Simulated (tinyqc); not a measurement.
Stretching all distances: RHF, UHF, MP2, CISD and CCSD against full CI in the sto-3g basis, for H3+, spin multiplicity 1. Computed by the program tinyqc with PySCF. All coordinates are multiplied by the scale. c0^2 is the weight of the RHF determinant in the lowest singlet FCI state (UHF is spin-contaminated and may lie near states of higher spin) and n(LUMO) the first natural occupation beyond the occupied space.

Geometry (angstrom):

| atom | x | y | z |
|---|---|---|---|
| H | 0.0000 | 0.0000 | 0.0000 |
| H | 0.0000 | 0.0000 | 0.7580 |
| H | 0.0000 | 0.1940 | -0.7320 |

Full CI energy (hartree) and errors against it (kcal/mol):

| scale | distance 1-2 (angstrom) | E(FCI) | RHF | UHF | MP2 | CISD | CCSD | <S^2> UHF | c0^2 | n(LUMO) |
|---|---|---|---|---|---|---|---|---|---|---|
| 0.8800 | 0.6670 | -1.177860 | 13.6545 | 13.6545 | 4.2425 | 0.0000 | 0.0000 | 0.0000 | 0.9848 | 0.0276 |
| 1.2600 | 0.9551 | -1.231397 | 21.1172 | 21.1172 | 6.9023 | 0.0000 | 0.0000 | 0.0000 | 0.9655 | 0.0598 |
| 1.4500 | 1.0991 | -1.207016 | 25.5390 | 24.5233 | 8.3073 | 0.0000 | 0.0000 | 0.1850 | 0.9517 | 0.0810 |
| 1.6400 | 1.2431 | -1.172402 | 30.7463 | 24.0725 | 9.8272 | 0.0000 | 0.0000 | 0.4338 | 0.9340 | 0.1064 |
| 1.8300 | 1.3871 | -1.134990 | 36.9576 | 21.7157 | 11.4651 | 0.0000 | 0.0000 | 0.6044 | 0.9112 | 0.1369 |
| 2.0200 | 1.5312 | -1.099114 | 44.2331 | 18.8233 | 13.0928 | 0.0000 | 0.0000 | 0.7239 | 0.8833 | 0.1725 |
| 2.2100 | 1.6752 | -1.067100 | 52.4368 | 16.0895 | 14.4254 | 0.0000 | 0.0000 | 0.8080 | 0.8511 | 0.2118 |

Estimate the missing row, scale = 1.07.

Computed row:
```
scale   distance 1-2 (angstrom)     E(FCI)      RHF      UHF     MP2    CISD    CCSD  <S^2> UHF    c0^2  n(LUMO)
1.0700                   0.8111  -1.231708  17.2103  17.2103  5.5529  0.0000  0.0000     0.0000  0.9764   0.0420
```

UHF parts from RHF first at scale 1.45 of those listed, where <S^2> leaves zero. The weight c0^2 goes from 0.98 to 0.85 and n(LUMO) from 0.03 to 0.21: static correlation grows as the bonds break into open-shell fragments. The spread of the error along the curve, which distorts its shape, is CISD 0.0, CCSD 0.0, MP2 10.2, UHF 10.9, RHF 38.8 kcal/mol. With two electrons CISD and CCSD are exact.
